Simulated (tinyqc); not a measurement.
Surface potential of a MOS transistor: implicit equation and explicit approximations: one step of the calculation.

p-type body, charge-sheet picture, depletion and inversion only, full ionisation (an idealisation for deep acceptors), Boltzmann statistics (rough once Na exp(x - xn) passes about Nc/7). In units of Vt: xg = (Vg - Vfb)/Vt, x = psi/Vt, G = gamma/sqrt(Vt), xn = (2 phiF + Vc)/Vt. The implicit equation is (xg - x)^2 = G^2 [x - 1 + exp(x - xn)] for x above about 3. Cox = eps0 eox/tox.

Question. New x. D = exp(x - xn), f = (xg - x)^2 - G^2 (x - 1 + D), f' = -2 (xg - x) - G^2 (1 + D), x(new) = x - f/f'.

x after iteration 1 = 74.954599
G = 3.0079445
xn = 70.465111
xg = 112.56383

Wanted: D; f; f'; x after iteration 2.

Answer.

D = 89.08
f = -60.60
f' = -890.2
x after iteration 2 = 74.89

Numbers from tinyqc (`OMP_NUM_THREADS=1 python tinyqc.py 2122179 2122180 out.jsonl`; about 0.01 s on one thread of a shared Intel Xeon 2.30GHz).
